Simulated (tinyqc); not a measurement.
Inside a calculation. Method: MP2 on RHF in the 6-31g basis, for H3+, spin multiplicity 1. Computed by tinyqc, a small Python program that keeps every step (integrals from PySCF). Settings: charge = 1, multiplicity = 1, basis = 6-31g, method = RHF, energy threshold = 1e-10, iteration cap = 69, orthogonalisation = symmetric, start = core, DIIS depth = 6. Command: `OMP_NUM_THREADS=1 python tinyqc.py 28951 28952 out.jsonl` (the two numbers bound the seeds that draw the settings). One thread of a shared host (Intel(R) Xeon(R) Processor @ 2.60GHz), about 0.07 s of CPU time with the checks. The early iterations of the SCF are left out here.

## One-electron integrals

Geometry (angstrom):
```
atom         x         y         z
H     0.000000  0.000000  0.000000
H     0.000000  0.000000  1.004000
H     0.000000  0.869000  0.502000
```

Basis 6-31g: exponents (1/bohr^2) and contraction coefficients of normalised primitives:
```
element  l (shell)   exponent  coefficient
H            s (1)  18.731137     0.033495
H            s (1)   2.825394     0.234727
H            s (1)   0.640122     0.813757
H            s (2)   0.161278     1.000000
```

Overlap, kinetic and nuclear-attraction integrals over the contracted functions; the nuclear repulsion is the sum of Za Zb / Rab.

nuclear repulsion = 1.58165206 hartree

overlap S:
```
          1H 1s     1H 2s     2H 1s     2H 2s     3H 1s     3H 2s
1H 1s  1.000000  0.658292  0.250744  0.410175  0.251014  0.410339
1H 2s  0.658292  1.000000  0.410175  0.748058  0.410339  0.748241
2H 1s  0.250744  0.410175  1.000000  0.658292  0.251014  0.410339
2H 2s  0.410175  0.748058  0.658292  1.000000  0.410339  0.748241
3H 1s  0.251014  0.410339  0.251014  0.410339  1.000000  0.658292
3H 2s  0.410339  0.748241  0.410339  0.748241  0.658292  1.000000
```

kinetic energy T (hartree):
```
          1H 1s     1H 2s     2H 1s     2H 2s     3H 1s     3H 2s
1H 1s  1.395678  0.259735  0.026190  0.110508  0.026396  0.110596
1H 2s  0.259735  0.241917  0.110508  0.145947  0.110596  0.146013
2H 1s  0.026190  0.110508  1.395678  0.259735  0.026396  0.110596
2H 2s  0.110508  0.145947  0.259735  0.241917  0.110596  0.146013
3H 1s  0.026396  0.110596  0.026396  0.110596  1.395678  0.259735
3H 2s  0.110596  0.146013  0.110596  0.146013  0.259735  0.241917
```

nuclear attraction V (hartree):
```
           1H 1s      1H 2s      2H 1s      2H 2s      3H 1s      3H 2s
1H 1s  -2.705913  -1.426329  -0.640854  -0.925656  -0.641615  -0.926029
1H 2s  -1.426329  -1.560655  -0.925656  -1.243832  -0.926090  -1.244131
2H 1s  -0.640854  -0.925656  -2.705913  -1.426329  -0.641615  -0.926029
2H 2s  -0.925656  -1.243832  -1.426329  -1.560655  -0.926090  -1.244131
3H 1s  -0.641615  -0.926090  -0.641615  -0.926090  -2.706132  -1.426459
3H 2s  -0.926029  -1.244131  -0.926029  -1.244131  -1.426459  -1.560764
```

core Hamiltonian H = T + V (hartree):
```
           1H 1s      1H 2s      2H 1s      2H 2s      3H 1s      3H 2s
1H 1s  -1.310235  -1.166593  -0.614664  -0.815148  -0.615219  -0.815433
1H 2s  -1.166593  -1.318738  -0.815148  -1.097884  -0.815494  -1.098118
2H 1s  -0.614664  -0.815148  -1.310235  -1.166593  -0.615219  -0.815433
2H 2s  -0.815148  -1.097884  -1.166593  -1.318738  -0.815494  -1.098118
3H 1s  -0.615219  -0.815494  -0.615219  -0.815494  -1.310454  -1.166724
3H 2s  -0.815433  -1.098118  -0.815433  -1.098118  -1.166724  -1.318847
```

## Two-electron integrals

Functions are numbered as in S; the eight-fold symmetry (ij|kl) = (ji|kl) = (kl|ij) leaves the list below.

Two-electron integrals (ij|kl) in chemists' order, unique and non-zero (hartree):
```
(11|11) 1.076566   (21|11) 0.578470   (21|21) 0.329423   (22|11) 0.587396
(22|21) 0.361304   (22|22) 0.453150   (31|11) 0.202995   (31|21) 0.118366
(31|22) 0.134033   (31|31) 0.058554   (32|11) 0.238127   (32|21) 0.148316
(32|22) 0.188483   (32|31) 0.079840   (32|32) 0.126794   (33|11) 0.517688
(33|21) 0.331538   (33|22) 0.441159   (33|31) 0.202995   (33|32) 0.350779
(33|33) 1.076566   (41|11) 0.350779   (41|21) 0.201013   (41|22) 0.222663
(41|31) 0.079840   (41|32) 0.102955   (41|33) 0.238127   (41|41) 0.126794
(42|11) 0.406049   (42|21) 0.252186   (42|22) 0.323273   (42|31) 0.108033
(42|32) 0.163360   (42|33) 0.406049   (42|41) 0.163360   (42|42) 0.253579
(43|11) 0.331538   (43|21) 0.210833   (43|22) 0.280197   (43|31) 0.118366
(43|32) 0.201013   (43|33) 0.578470   (43|41) 0.148316   (43|42) 0.252186
(43|43) 0.329423   (44|11) 0.441159   (44|21) 0.280197   (44|22) 0.378837
(44|31) 0.134033   (44|32) 0.222663   (44|33) 0.587396   (44|41) 0.188483
(44|42) 0.323273   (44|43) 0.361304   (44|44) 0.453150   (51|11) 0.203249
(51|21) 0.118510   (51|22) 0.134187   (51|31) 0.048422   (51|32) 0.063215
(51|33) 0.144668   (51|41) 0.075895   (51|42) 0.100251   (51|43) 0.091002
(51|44) 0.116623   (51|51) 0.058684   (52|11) 0.238285   (52|21) 0.148408
(52|22) 0.188584   (52|31) 0.063183   (52|32) 0.092225   (52|33) 0.219411
(52|41) 0.096678   (52|42) 0.146700   (52|43) 0.138384   (52|44) 0.180547
(52|51) 0.079964   (52|52) 0.126896   (53|11) 0.144668   (53|21) 0.091002
(53|22) 0.116623   (53|31) 0.048422   (53|32) 0.075895   (53|33) 0.203249
(53|41) 0.063215   (53|42) 0.100251   (53|43) 0.118510   (53|44) 0.134187
(53|51) 0.048469   (53|52) 0.075920   (53|53) 0.058684   (54|11) 0.219411
(54|21) 0.138384   (54|22) 0.180547   (54|31) 0.063183   (54|32) 0.096678
(54|33) 0.238285   (54|41) 0.092225   (54|42) 0.146700   (54|43) 0.148408
(54|44) 0.188584   (54|51) 0.075920   (54|52) 0.124819   (54|53) 0.079964
(54|54) 0.126896   (55|11) 0.517883   (55|21) 0.331648   (55|22) 0.441252
(55|31) 0.144559   (55|32) 0.219350   (55|33) 0.517883   (55|41) 0.219350
(55|42) 0.352076   (55|43) 0.331648   (55|44) 0.441252   (55|51) 0.203249
(55|52) 0.350927   (55|53) 0.203249   (55|54) 0.350927   (55|55) 1.076566
(61|11) 0.350927   (61|21) 0.201097   (61|22) 0.222754   (61|31) 0.075834
(61|32) 0.096657   (61|33) 0.219361   (61|41) 0.124770   (61|42) 0.159412
(61|43) 0.138357   (61|44) 0.180525   (61|51) 0.079964   (61|52) 0.103053
(61|53) 0.063236   (61|54) 0.096708   (61|55) 0.238285   (61|61) 0.126896
(62|11) 0.406175   (62|21) 0.252262   (62|22) 0.323365   (62|31) 0.100167
(62|32) 0.146665   (62|33) 0.352103   (62|41) 0.159396   (62|42) 0.241896
(62|43) 0.222193   (62|44) 0.295680   (62|51) 0.108177   (62|52) 0.163469
(62|53) 0.100270   (62|54) 0.159454   (62|55) 0.406175   (62|61) 0.163469
(62|62) 0.253703   (63|11) 0.219361   (63|21) 0.138357   (63|22) 0.180525
(63|31) 0.075834   (63|32) 0.124770   (63|33) 0.350927   (63|41) 0.096657
(63|42) 0.159412   (63|43) 0.201097   (63|44) 0.222754   (63|51) 0.063236
(63|52) 0.096708   (63|53) 0.079964   (63|54) 0.103053   (63|55) 0.238285
(63|61) 0.092241   (63|62) 0.146719   (63|63) 0.126896   (64|11) 0.352103
(64|21) 0.222193   (64|22) 0.295680   (64|31) 0.100167   (64|32) 0.159396
(64|33) 0.406175   (64|41) 0.146665   (64|42) 0.241896   (64|43) 0.252262
(64|44) 0.323365   (64|51) 0.100270   (64|52) 0.159454   (64|53) 0.108177
(64|54) 0.163469   (64|55) 0.406175   (64|61) 0.146719   (64|62) 0.241945
(64|63) 0.163469   (64|64) 0.253703   (65|11) 0.331648   (65|21) 0.210894
(65|22) 0.280250   (65|31) 0.090929   (65|32) 0.138343   (65|33) 0.331648
(65|41) 0.138343   (65|42) 0.222172   (65|43) 0.210894   (65|44) 0.280250
(65|51) 0.118510   (65|52) 0.201097   (65|53) 0.118510   (65|54) 0.201097
(65|55) 0.578470   (65|61) 0.148408   (65|62) 0.252262   (65|63) 0.148408
(65|64) 0.252262   (65|65) 0.329423   (66|11) 0.441252   (66|21) 0.280250
(66|22) 0.378890   (66|31) 0.116515   (66|32) 0.180487   (66|33) 0.441252
(66|41) 0.180487   (66|42) 0.295639   (66|43) 0.280250   (66|44) 0.378890
(66|51) 0.134187   (66|52) 0.222754   (66|53) 0.134187   (66|54) 0.222754
(66|55) 0.587396   (66|61) 0.188584   (66|62) 0.323365   (66|63) 0.188584
(66|64) 0.323365   (66|65) 0.361304   (66|66) 0.453150
```

## Orthogonalisation

S = U s U^T; symmetric (Loewdin) form X = U s^(-1/2) U^T, so that X^T S X = 1.

eigenvalues of S: 0.149220  0.149327  0.438882  0.851374  0.851872  3.559326

X:
```
           1H 1s      1H 2s      2H 1s      2H 2s      3H 1s      3H 2s
1H 1s   1.260810  -0.508927  -0.042378   0.022360  -0.042545   0.022373
1H 2s  -0.508927   1.866801   0.022360  -0.501273   0.022401  -0.501811
2H 1s  -0.042378   0.022360   1.260810  -0.508927  -0.042545   0.022373
2H 2s   0.022360  -0.501273  -0.508927   1.866801   0.022401  -0.501811
3H 1s  -0.042545   0.022401  -0.042545   0.022401   1.260829  -0.508940
3H 2s   0.022373  -0.501811   0.022373  -0.501811  -0.508940   1.867245
```

## Iteration 6 (converged): orbitals

converged F (hartree):
```
           1H 1s      1H 2s      2H 1s      2H 2s      3H 1s      3H 2s
1H 1s  -0.414056  -0.740965  -0.543846  -0.621126  -0.544163  -0.621282
1H 2s  -0.740965  -0.735130  -0.621126  -0.696576  -0.621348  -0.696683
2H 1s  -0.543846  -0.621126  -0.414056  -0.740965  -0.544163  -0.621282
2H 2s  -0.621126  -0.696576  -0.740965  -0.735130  -0.621348  -0.696683
3H 1s  -0.544163  -0.621348  -0.544163  -0.621348  -0.414230  -0.741118
3H 2s  -0.621282  -0.696683  -0.621282  -0.696683  -0.741118  -0.735242
```

Diagonalise F' = X^T F X, C = X C', fill 1 alpha and 1 beta electrons from the bottom; D = 2 C_occ C_occ^T. Each column has its largest component positive (the first on a tie).

F' = X^T F X (hartree):
```
           1          2          3          4          5          6
1   0.127021  -0.552846  -0.248463  -0.107835  -0.248813  -0.107835
2  -0.552846  -0.025674  -0.107835  -0.147651  -0.107835  -0.147683
3  -0.248463  -0.107835   0.127021  -0.552846  -0.248813  -0.107835
4  -0.107835  -0.147651  -0.552846  -0.025674  -0.107835  -0.147683
5  -0.248813  -0.107835  -0.248813  -0.107835   0.127004  -0.552879
6  -0.107835  -0.147683  -0.107835  -0.147683  -0.552879  -0.025643
```

orbital energies (hartree): MO1 -1.114616, MO2 -0.213980, MO3 -0.213795, MO4 0.423230, MO5 0.711442, MO6 0.711774

coefficients C:
```
            MO1        MO2        MO3        MO4        MO5        MO6
1H 1s  0.301213   0.255391  -0.147367   0.664671  -0.961799   0.555642
1H 2s  0.154369   1.110056  -0.641449  -0.544368   1.308739  -0.755909
2H 1s  0.301213  -0.255391  -0.147367   0.664671   0.961799   0.555642
2H 2s  0.154369  -1.110056  -0.641449  -0.544368  -1.308739  -0.755909
3H 1s  0.301310   0.000000   0.294784   0.665004   0.000000  -1.110593
3H 2s  0.154390   0.000000   1.282627  -0.545201   0.000000   1.511305
```

D after iteration 6:
```
          1H 1s     1H 2s     2H 1s     2H 2s     3H 1s     3H 2s
1H 1s  0.181459  0.092996  0.181459  0.092996  0.181517  0.093009
1H 2s  0.092996  0.047660  0.092996  0.047660  0.093026  0.047666
2H 1s  0.181459  0.092996  0.181459  0.092996  0.181517  0.093009
2H 2s  0.092996  0.047660  0.092996  0.047660  0.093026  0.047666
3H 1s  0.181517  0.093026  0.181517  0.093026  0.181575  0.093038
3H 2s  0.093009  0.047666  0.093009  0.047666  0.093038  0.047672
```

## Convergence

Stop when the energy changes by less than 1e-10 hartree and every element of the error matrix X^T (F D S - S D F) X is below 3e-06.

Course of the cycle:
```
iteration  E (hartree)     change  largest element of the error matrix
1          -1.23409886          -                             7.87e-02
2          -1.25575228  -2.17e-02                             1.37e-02
3          -1.25641733  -6.65e-04                             8.57e-05
4          -1.25641736  -2.49e-08                             8.52e-06
5          -1.25641736  -2.54e-10                             3.27e-07
6          -1.25641736  -2.38e-13                             1.98e-07
```

PySCF RHF in the same basis = -1.25641736 hartree

Converged in 6 iterations.

## Integrals over molecular orbitals

(pq|rs) = sum C_ip C_jq C_kr C_ls (ij|kl), one index at a time.

one-electron integrals over orbitals h = C^T H C (hartree):
```
           1          2          3          4          5          6
1  -1.723454   0.000000  -0.000054  -0.123982   0.000000   0.000019
2   0.000000  -1.033554   0.000000   0.000000   0.215521   0.000000
3  -0.000054   0.000000  -1.033333  -0.000047   0.000000   0.215535
4  -0.123982   0.000000  -0.000047  -0.418934   0.000000   0.000063
5   0.000000   0.215521   0.000000   0.000000  -0.273921   0.000000
6   0.000019   0.000000   0.215535   0.000063   0.000000  -0.273809
```

Two-electron integrals over orbitals (pq|rs), unique and non-zero (hartree):
```
(11|11) 0.608838    (21|21) 0.096644    (22|11) 0.458109    (22|22) 0.429637
(31|11) 0.000054    (31|22) -0.044662   (31|31) 0.096603    (32|21) -0.044691
(32|32) 0.035829    (33|11) 0.458070    (33|22) 0.357990    (33|31) 0.044660
(33|33) 0.429549    (41|11) 0.123982    (41|22) 0.058585    (41|31) 0.000028
(41|33) 0.058565    (41|41) 0.065571    (42|21) -0.002351   (42|32) 0.002414
(42|42) 0.032541    (43|11) 0.000038    (43|22) 0.002436    (43|31) -0.002385
(43|33) -0.002408   (43|41) 0.000028    (43|43) 0.032559    (44|11) 0.453868
(44|22) 0.375004    (44|31) 0.000064    (44|33) 0.375019    (44|41) 0.064683
(44|43) 0.000011    (44|44) 0.378905    (51|21) -0.073529   (51|32) 0.035777
(51|42) -0.029291   (51|51) 0.088785    (52|11) -0.144525   (52|22) -0.091424
(52|31) 0.034881    (52|33) -0.064818   (52|41) -0.063547   (52|43) 0.013649
(52|44) -0.079274   (52|52) 0.096178    (53|21) 0.034888    (53|32) -0.013282
(53|42) 0.013669    (53|51) -0.041232   (53|53) 0.024514    (54|21) -0.085798
(54|32) 0.040897    (54|42) -0.002081   (54|51) 0.074001    (54|53) -0.035050
(54|54) 0.090490    (55|11) 0.537074    (55|22) 0.462154    (55|31) -0.069169
(55|33) 0.382801    (55|41) 0.111090    (55|43) -0.014998   (55|44) 0.419949
(55|52) -0.159667   (55|55) 0.573711    (61|11) -0.000019   (61|22) 0.035801
(61|31) -0.073531   (61|33) -0.035765   (61|41) -0.000021   (61|43) -0.029279
(61|44) -0.000031   (61|52) -0.041262   (61|55) 0.072924    (61|61) 0.088830
(62|21) 0.034933    (62|32) -0.013308   (62|42) 0.013677    (62|51) -0.041277
(62|53) 0.023059    (62|54) -0.035095   (62|62) 0.024554    (63|11) -0.144533
(63|22) -0.064836   (63|31) -0.034900   (63|33) -0.091372   (63|41) -0.063558
(63|43) -0.013669   (63|44) -0.079295   (63|52) 0.048605    (63|55) -0.095256
(63|61) 0.041235    (63|63) 0.096144    (64|11) -0.000042   (64|22) 0.040896
(64|31) -0.085791   (64|33) -0.040883   (64|41) -0.000026   (64|43) -0.002067
(64|44) -0.000058   (64|52) -0.035072   (64|55) 0.072680    (64|61) 0.074049
(64|63) 0.035077    (64|64) 0.090527    (65|21) -0.069261   (65|32) 0.039688
(65|42) -0.015050   (65|51) 0.072941    (65|53) -0.032213   (65|54) 0.072723
(65|62) -0.032255   (65|65) 0.069241    (66|11) 0.537207    (66|22) 0.382906
(66|31) 0.069181    (66|33) 0.462108    (66|41) 0.111163    (66|43) 0.015056
(66|44) 0.420073    (66|52) -0.095314   (66|55) 0.435521    (66|61) -0.072880
(66|63) -0.159674   (66|64) -0.072670   (66|66) 0.573814
```

## Second-order Moller-Plesset energy

Hartree-Fock energy = -1.25641736 hartree

E2 = sum_ijab (ia|jb) [2 (ia|jb) - (ib|ja)] / (e_i + e_j - e_a - e_b) over occupied i, j and virtual a, b; the opposite-spin part is (ia|jb)^2 / denominator, the rest is same-spin, and SCS-MP2 scales them by 6/5 and 1/3.

Terms:
```
i  j  a  b    (ia|jb)    (ib|ja)  denominator       term
1  1  2  2   0.096644   0.096644    -1.801271  -0.005185
1  1  3  3   0.096603   0.096603    -1.801640  -0.005180
1  1  6  6   0.088830   0.088830    -3.652780  -0.002160
1  1  5  5   0.088785   0.088785    -3.652115  -0.002158
1  1  5  2  -0.073529  -0.073529    -2.726693  -0.001983
1  1  2  5  -0.073529  -0.073529    -2.726693  -0.001983
1  1  3  6  -0.073531  -0.073531    -2.727210  -0.001983
1  1  6  3  -0.073531  -0.073531    -2.727210  -0.001983
1  1  4  4   0.065571   0.065571    -3.075692  -0.001398
1  1  4  3   0.000028   0.000028    -2.438666  -3.18e-10
1  1  3  4   0.000028   0.000028    -2.438666  -3.18e-10
1  1  6  4  -0.000021  -0.000021    -3.364236  -1.30e-10
1  1  4  6  -0.000021  -0.000021    -3.364236  -1.30e-10
```

Pair energies (hartree; pair i-j sums ij and ji):
```
pair  opposite spin  same spin
1-1       -0.024012          0
```

MP2 correlation energy = -0.02401241 hartree

SCS-MP2 correlation energy = -0.02881489 hartree

MP2 total energy = -1.28042977 hartree
